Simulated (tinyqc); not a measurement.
Blur against noise: chemically amplified photoresist: aerial image, acid generation, bake, development and line width. Computed by tinyqc, a small Python program. Command: `OMP_NUM_THREADS=1 python tinyqc.py 3013721 3013722 out.jsonl resist walk`. One thread of a shared host (Intel(R) Xeon(R) Processor @ 2.30GHz), about 0.02 s of CPU time with the checks.

Lines and spaces of pitch p with a two-beam-like image; x = 0 is the middle of the bright space. The resist is positive and treated as uniform in depth.

Inputs (values chosen for the exercise, for a model resist at 193 nm):

| quantity | value | unit |
|---|---|---|
| pitch p | 200 | nm |
| image contrast c | 0.71 | - |
| mean dose E | 17.8 | mJ/cm^2 |
| Dill parameter C | 0.022 | cm^2/mJ |
| bake time t | 60 | s |
| photon energy | 6.42 | eV |
| absorption coefficient alpha | 1.1 | 1/um |

Method:
- Dose E(x) = E [1 + c cos(2 pi x/p)]; acid h = 1 - exp(-C E(x)).
- Bake: the acid image is blurred by a Gaussian of variance sigma^2 = 2 D t (each Fourier term k of h, taken on 64 points, is multiplied by exp(-4 pi^2 k^2 D t/p^2)).
- For each sigma the edge is held at x = p/4; N is taken at the mean dose; edge noise = (dh/d ln E)/(sqrt(N V) |dh/dx|), both derivatives taken of the blurred acid, V = (2 sqrt(pi) sigma)^3, N = E alpha/(photon energy), 1 mJ/cm^2 = 62.41509 eV/nm^2.

Trade-off:

| sigma/p | sigma (nm) | blur factor | photons in V | edge noise (nm) |
|---|---|---|---|---|
| 0.02 | 4 | 0.99214 | 5.4270e+02 | 1.9338 |
| 0.04 | 8 | 0.96891 | 4.3416e+03 | 0.6941 |
| 0.07 | 14 | 0.90781 | 2.3268e+04 | 0.3138 |
| 0.10 | 20 | 0.82087 | 6.7838e+04 | 0.1990 |
| 0.14 | 28 | 0.67917 | 1.8615e+05 | 0.1420 |
| 0.18 | 36 | 0.52753 | 3.9563e+05 | 0.1239 |
| 0.22 | 44 | 0.38467 | 7.2234e+05 | 0.1252 |
| 0.27 | 54 | 0.23717 | 1.3353e+06 | 0.1491 |
| 0.33 | 66 | 0.11653 | 2.4379e+06 | 0.2245 |

What does the comparison show, and why?

The noise is least near sigma/p = 0.18 among these rows. More diffusion averages over more photons (noise falls as sigma^(-3/2)) until it erases the image slope (factor exp(-2 pi^2 sigma^2/p^2)); for a pure cosine the two balance at sigma/p = sqrt(3/8)/pi = 0.195. Caution: for a film thinner than the blur the noise falls as 1/sigma only, and the optimum moves to sigma/p = 1/(2 pi) = 0.159.

Extremes, crossings and ranges named in words are read from the listed rows.
